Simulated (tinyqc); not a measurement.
The pair band in time: hydrogenic impurity: series, fields, screening, photoionisation and donor-acceptor pairs. Computed by tinyqc, a small Python program. Command: `OMP_NUM_THREADS=1 python tinyqc.py 3008427 3008428 out.jsonl hydrogenic walk`. One thread of a shared host (Intel(R) Xeon(R) Processor @ 2.30GHz), about 0.01 s of CPU time with the checks.

One isotropic, parabolic band. Effective units: Ry* and a*, in which H = -nabla^2 - 2/r.

Inputs (values chosen for the exercise, for a model semiconductor):
```
quantity                   value   unit
electron mass m            0.343    m_0
dielectric constant eps     10.2      -
donor density N          2.9e+17  cm^-3
gap E_g                     1.04     eV
acceptor depth E_A          89.7    meV
rate prefactor W_0       7.3e+06    1/s
```

Parts treated: electric field and pairs.

Constants: Ry = 13.605693123 eV; a_0 = 0.529177210903 angstrom; h x 1 THz = 4.135667696 meV; e^2/(4 pi eps_0) = 14.39964548 eV angstrom.

Method:
- Ry* = Ry m/eps^2, a* = a_0 eps/m; level n is bound by Ry*/n^2; <r> = (3/2) a* in 1s; lines 1s -> np at Ry* (1 - 1/n^2); 1 THz = 4.135667696 meV.
- Wigner-Seitz radius r_s = (3/(4 pi N))^(1/3); Mott criterion N_c^(1/3) a* = 0.26; overlap of two 1s orbitals at distance d: S = exp(-x)(1 + x + x^2/3), x = d/a*, with d = N^(-1/3).
- No-phonon line h nu(r) = E_g - Ry* - E_A + e^2/(4 pi eps_0 eps r); rate W(r) = W_0 exp(-2 r/a*), the donor being the shallower centre; lifetime 1/W; zero field.
- At delay t after a pulse the emission comes mostly from pairs with W(r) t = 1, so r = (a*/2) ln(W_0 t).

a* = 15.7365 angstrom

Ry* = 44.8554 meV

r_s = 93.7212 angstrom

Dominant pairs:
```
delay (s)  r (angstrom)  Coulomb term (meV)  photon energy (eV)
1.00e-04          51.88              27.214             0.93266
1.00e-03          69.99              20.170             0.92561
1.00e-02          88.11              16.022             0.92147
1.00e-01         106.23              13.290             0.91873
1.00e+00         124.34              11.353             0.91680
1.00e+01         142.46               9.910             0.91535
1.00e+02         160.58               8.791             0.91424
```

What follows from these numbers?

Over six decades of delay the band moves down by 18.42 meV, since close pairs, which emit at higher energy, decay first; the shift per decade shrinks from 7.04 to 1.12 meV. At the donor density N = 2.9e+17 cm^-3 pairs as wide as in the last rows are rare, so those rows are formal.
